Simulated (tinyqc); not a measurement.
# Frequency dispersion of an accumulation capacitance by border traps, distributed model: two studies

Traps spread evenly through the insulator exchange electrons with the semiconductor by tunnelling, with tau(x) = t0 exp(2 ka x) at depth x from the interface. The admittance per area Y seen at depth x obeys dY/dx = -Y^2/(i w eps0 eox) + q Nb ln(1 + i w tau)/tau, with Y(0) = i w Cs and w = 2 pi f; the gate sees Y(tox) = G + i w C. Working variable y = Y/(i w), in uF/cm^2. Cox = eps0 eox/tox.

Parameters, values chosen for the exercise; permittivity close to that of aluminium oxide:

| symbol | value | unit | meaning |
|---|---|---|---|
| eox | 8.45 |  | relative permittivity of the insulator |
| tox | 10 | nm | insulator thickness |
| Cs | 3.7 | uF/cm^2 | semiconductor capacitance in accumulation |
| Nb | 4.5e19 | cm^-3 eV^-1 | density of border traps |
| ka | 5.7 | 1/nm | decay constant of the wave function in the insulator |
| t0 | 4e-10 | s | time constant of a trap at the interface |
| f | 100 | Hz | frequency |

Constants: q = 1.602176634e-19 C, eps0 = 8.8541878128e-14 F/cm where lengths are in cm. Results are converted to the units shown.

Each table varies one quantity; the others keep the values above.

## Capacitance and loss against frequency

Cox; trap-free value 1/(1/Cox + 1/Cs); response depth d = ln(1/(w t0))/(2 ka), where w tau = 1; lumped estimate: all traps within d act as C_bt = q Nb d placed at d/2, so C = 1/{1/[1/(1/Cs + d/(2 eps0 eox)) + C_bt] + (tox - d/2)/(eps0 eox)}. C and G from a fine integration; dispersion -d C/d log10 f over C, from f times and over 1.1. For a broad spread of time constants G/w is close to -(pi/2) dC/d ln w.

The same in every row: trap-free C (uF/cm^2) = 0.6223.

Capacitance and loss against frequency:
```
f (Hz)	d (nm)	C (uF/cm^2)	G/w (uF/cm^2)	dispersion (% a decade)	-(pi/2) dC/d ln w (uF/cm^2)	lumped C (uF/cm^2)
10	1.535	0.6743	0.006000	1.304	0.006000	0.6676
100	1.333	0.6658	0.005594	1.231	0.005593	0.6602
1000	1.131	0.6579	0.005191	1.157	0.005190	0.6533
10000	0.9291	0.6506	0.004791	1.079	0.004791	0.6467
1e5	0.7271	0.6438	0.004393	1.000	0.004393	0.6405
1e6	0.5251	0.6377	0.003997	0.9191	0.003998	0.6348
1e7	0.3231	0.6321	0.003590	0.8366	0.003608	0.6296
```

What does the table show?

C falls from 0.6743 to 0.6321 uF/cm^2, towards the trap-free 0.6223; each decade of frequency removes ln 10/(2 ka) = 0.202 nm from the response depth. The dispersion falls from 1.30 to 0.837 % a decade and G/w falls from 0.00600 to 0.00359 uF/cm^2. G/w lies between 0.995 and 1.00 times -(pi/2) dC/d ln w, the relation for a broad spread of time constants.

## Effect of the density of border traps

Same model as above.

The same in every row: d (nm) = 1.333; trap-free C (uF/cm^2) = 0.6223.

Result of one run:
```
Nb (cm^-3 eV^-1)	C (uF/cm^2)	G/w (uF/cm^2)	dispersion (% a decade)	-(pi/2) dC/d ln w (uF/cm^2)	lumped C (uF/cm^2)
2e20	0.7368	0.01089	2.164	0.01088	0.7198
```

What becomes of these results when the density of border traps Nb is changed from 2e20 to 2e18 cm^-3 eV^-1, all else the same?

Result of the changed run:
```
Nb (cm^-3 eV^-1)	C (uF/cm^2)	G/w (uF/cm^2)	dispersion (% a decade)	-(pi/2) dC/d ln w (uF/cm^2)	lumped C (uF/cm^2)
2e18	0.6247	3.561e-4	0.08347	3.557e-4	0.6244
```

The whole series:
```
Nb (cm^-3 eV^-1)	C (uF/cm^2)	G/w (uF/cm^2)	dispersion (% a decade)	-(pi/2) dC/d ln w (uF/cm^2)	lumped C (uF/cm^2)
1e18	0.6235	1.797e-4	0.04221	1.795e-4	0.6234
2e18	0.6247	3.561e-4	0.08347	3.557e-4	0.6244
6e18	0.6293	0.001029	0.2395	0.001028	0.6285
1e19	0.6338	0.001653	0.3822	0.001652	0.6324
3e19	0.6534	0.004185	0.9387	0.004184	0.6495
7e19	0.6832	0.007317	1.570	0.007317	0.6751
2e20	0.7368	0.01089	2.164	0.01088	0.7198
4e20	0.7730	0.01198	2.267	0.01196	0.7486
```

As Nb goes from 1e18 to 4e20, C rises from 0.624 to 0.773 uF/cm^2, the dispersion rises from 0.0422 to 2.27 % a decade and G/w rises from 1.80e-4 to 0.0120 uF/cm^2. The lumped estimate is 0.022 % below C in the first row and 3.2 % below it in the last. The dispersion goes as Nb^(0.98) between the first two rows and Nb^(0.07) between the last two: dense traps near the interface screen those behind them.

tinyqc, about 0.6 s, one thread, Intel Xeon 2.30GHz (shared host): `OMP_NUM_THREADS=1 python tinyqc.py 2202210 2202211 out.jsonl`
